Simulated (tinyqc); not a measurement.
Reduced Fermi level from a carrier density: charge neutrality of a doped semiconductor with incomplete ionisation. Computed by tinyqc, a small Python program. Command: `OMP_NUM_THREADS=1 python tinyqc.py 3012540 3012541 out.jsonl dopant walk`. One thread of a shared host (Intel(R) Xeon(R) Processor @ 2.30GHz), about 0.07 s of CPU time with the checks.

Energies are counted from the top of the valence band; E_D is measured down from the conduction band and E_A up from the valence band.

Inputs (values chosen for the exercise, modelled on ZnSe):
```
quantity              value  unit
gap at 0 K E_g0        2.87    eV
Varshni alpha      0.000723  eV/K
Varshni beta            286     K
electron mass m_e     0.148   m_0
valleys M_c               1     -
hole mass m_h         0.752   m_0
temperature T            60     K
```

Doping: p-type. Statistics of the bands: Fermi-Dirac.

ratios u of density to N: 0.013  0.046  0.16  0.59  2.1  7.5  27

Constants: m_0 = 9.1093837015e-31 kg; k_B = 1.380649e-23 J/K; h = 6.62607015e-34 J s; k_B = 8.617333262e-05 eV/K.

Method:
- E_g = E_g0 - alpha T^2/(T + beta).
- N_c = 2 M_c (2 pi m_e k_B T/h^2)^(3/2) and N_v = 2 (2 pi m_h k_B T/h^2)^(3/2), masses in units of m_0.
- n_i = sqrt(N_c N_v) exp(-E_g/(2 k_B T)); E_i = E_g/2 + (k_B T/2) ln(N_v/N_c).
- F_1/2(eta) = (2/sqrt(pi)) int_0^infinity sqrt(x)/(1 + exp(x - eta)) dx, by the trapezoid rule in t = sqrt(x) with step 0.02 up to t = 12 (for eta < -12 by exp(eta) - exp(2 eta)/2^(3/2)).
- For u = density/N of the majority band, eta solves F_1/2(eta) = u (bisection). Boltzmann: ln u. Joyce-Dixon: ln u + u/sqrt(8) - 4.95009e-3 u^2 + 1.48386e-4 u^3 - 4.42563e-6 u^4. Degenerate limit: (3 sqrt(pi) u/4)^(2/3). The last column is (eta - ln u) k_B T.

N_v = 1.46367e+18 cm^-3

k_B T = 0.00517040 eV

Eta by four rules:
```
u      density (cm^-3)   exact  Boltzmann  Joyce-Dixon  degenerate  Boltzmann error (meV)
0.013       1.9028e+16  -4.338    -4.3428      -4.3382       0.067             2.3760e-02
0.046       6.7329e+16  -3.063    -3.0791      -3.0629       0.155             8.4034e-02
0.16        2.3419e+17  -1.776    -1.8326      -1.7761       0.356             2.9183e-01
0.59        8.6357e+17  -0.321    -0.5276      -0.3207       0.850             1.0698e+00
2.1         3.0737e+18   1.464     0.7419       1.4639       1.983             3.7326e+00
7.5         1.0978e+19   4.439     2.0149       4.4367       4.632             1.2533e+01
27          3.9519e+19  10.804     3.2958       9.8019      10.881             3.8822e+01
```

What does the comparison show, and why?

Boltzmann statistics place E_F within 1 meV of the exact value up to u = 0.160 of those listed and miss by 38.8 meV at u = 27. Joyce-Dixon stays within 0.01 in eta up to u = 7.50; the degenerate limit is still 0.71 % high at the last u. Past u of about 10 the Joyce-Dixon series fails. A parabolic band is assumed throughout.
